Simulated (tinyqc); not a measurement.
Square on-chip spiral inductor, lumped pi model: two steps of the calculation.

Outer diameter do = di + 2 n wd + 2 (n - 1) sp, mean da = (do + di)/2, fill p = (do - di)/(do + di), length l = 4 n da. L = 2.34 mu0 n^2 da/(1 + 2.75 p), mu0 = 4 pi 1e-7 H/m. Rs = rho l/(wd delta (1 - exp(-th/delta))), delta = sqrt(rho/(pi f mu0)). Cs = n wd^2 eps0 eo/hu across the coil. At each end Cox = l wd eps0 eo/(2 ho) leads to the substrate branch Rsi = 2 rs he/(l wd) in parallel with Csi = l wd eps0 11.7/(2 he). With one end grounded Y = 1/(Rs + i w L) + i w Cs + 1/[1/(i w Cox) + 1/(1/Rsi + i w Csi)], w = 2 pi f; Q = -Im Y/Re Y. Eddy currents in neighbouring turns and in the substrate are left out.

Parameters, values chosen for the exercise; values of the order met in silicon radio-frequency processes: number of turns n = 2.5; line width wd = 20 um; space between turns sp = 3 um; inner diameter di = 140 um; metal thickness th = 0.9 um; metal resistivity rho = 3 uohm cm; oxide below the coil ho = 7.1 um; oxide between coil and underpass hu = 0.8 um; relative permittivity of the oxide eo = 3; substrate resistivity rs = 100 ohm cm; effective spreading depth in the substrate he = 80 um; frequency f = 6 GHz.

Constants: eps0 = 8.8541878128e-12 F/m. Results are converted to the units shown.

Question 1. Geometry and model elements. do, l, L, delta, Rs, Cs, Cox, Rsi and Csi as defined.

Find: do; l; L; delta; Rs; Cs; Cox; Rsi; Csi.

Answer 1.

do = 249.0 um
l = 1945 um
L = 2.019 nH
delta = 1.125 um
Rs = 4.709 ohm
Cs = 33.20 fF
Cox = 72.77 fF
Rsi = 4113 ohm
Csi = 25.19 fF

Question 2. Admittance, quality factor and apparent inductance. Series branch 1/(Rs + i w L), substrate branch, total Y, Q = -Im Y/Re Y, apparent inductance Im(1/Y)/w, metal-only value w L/Rs, share of the loss in the substrate Re(substrate branch)/Re Y.

L = 2.0188931 nH
Rs = 4.7088312 ohm
Cs = 33.203204 fF
Cox = 72.766459 fF
Rsi = 4113.1105 ohm
Csi = 25.186291 fF

Give: series branch; substrate branch; Y; Q; apparent inductance; w L/Rs; share of the loss in the substrate.

Answer 2.

series branch = 0.81-13.09i mS
substrate branch = 0.1336+0.7142i mS
Y = 0.94-11.12i mS
Q = 11.79
apparent inductance = 2.368 nH
w L/Rs = 16.16
share of the loss in the substrate = 14.16 %

Q is 72.9 % of the metal-only value.

Computed by the program tinyqc: `OMP_NUM_THREADS=1 python tinyqc.py 2302235 2302236 out.jsonl`, one thread of a shared Intel Xeon 2.30GHz, about 0.01 s for the whole run.
